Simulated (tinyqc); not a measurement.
Inside a calculation. Method: Rayleigh-quotient iteration on a symmetric matrix. One step of it, computed by the program tinyqc.

Task: Step 3. solve (A - shift) w = v; v' = w/|w| with its largest component positive (the first on a tie); lambda = v'^T A v'; the next shift is lambda.

A:
```
,1,2,3,4,5
1,1.113000,0.166000,0.298000,0.627000,0.239000
2,0.166000,2.013000,0.283000,-0.195000,0.030000
3,0.298000,0.283000,3.641000,-0.015000,-0.078000
4,0.627000,-0.195000,-0.015000,3.824000,-0.327000
5,0.239000,0.030000,-0.078000,-0.327000,3.863000
```

vector after step 2: 0.234289  0.935385  -0.247479  -0.021833  -0.091877

Rayleigh quotient after step 2 = 1.968048

Give: vector after step 3; Rayleigh quotient after step 3.

Result:

vector after step 3: 0.144  0.969  -0.191  0.046  -0.034

Rayleigh quotient after step 3 = 1.972
